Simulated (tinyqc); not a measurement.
Exponent and activation energy from three stresses.

Problem. Oxide breakdown follows t63 = a V^(-n) exp(Ea q/(kB T)). Find n, Ea and the E-model slope gamma = n/E (cm/MV) at the higher voltage, E = V/tox.

Parameters, values chosen for the exercise: oxide thickness tox = 4 nm.

Constants: q = 1.602176634e-19 C, kB = 1.380649e-23 J/K. Results are converted to the units shown.

t63 at (3.4 V, 373 K), (4.87 V, 373 K) and (4.87 V, 398 K) (s): [2.3793379e5, 3.9932340, 1.2362278]

Solution. The two voltages give n and the two temperatures Ea.

n = 30.60
Ea = 0.6000 eV
gamma = 2.513 cm/MV

Numbers from tinyqc (`OMP_NUM_THREADS=1 python tinyqc.py 2070074 2070075 out.jsonl`; about 0.01 s on one thread of a shared Intel Xeon 2.30GHz).
